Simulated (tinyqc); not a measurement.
Mobility of a non-polar semiconductor in the relaxation-time approximation: one step, computed by the program tinyqc.

Each valley is treated as a sphere of mass m_d for states and rates, with one isotropic relaxation time; the conductivity mass m_c sets the current.

Task: Masses. m_d = (m_l m_t^2)^(1/3); 1/m_c = (1/m_l + 2/m_t)/3; Hall mass factor A = 3 K_m (K_m + 2)/(2 K_m + 1)^2, K_m = m_l/m_t; N_I = n (1 + C)/(1 - C).

Inputs (values chosen for the exercise, for a model non-polar semiconductor):
```
quantity                 value    unit
longitudinal mass m_l      1.1     m_0
transverse mass m_t       0.22     m_0
carrier density n      6.8e+16  1/cm^3
compensation ratio C         0       -
```

Band: parabolic. Impurity formula: Brooks-Herring. Further scattering: alloy.

Give: density-of-states mass m_d; conductivity mass m_c; Hall mass factor A; ionised impurity density N_I.

Result:

density-of-states mass m_d = 0.37619 m_0

conductivity mass m_c = 0.3 m_0

Hall mass factor A = 0.86777

ionised impurity density N_I = 6.80e+16 1/cm^3
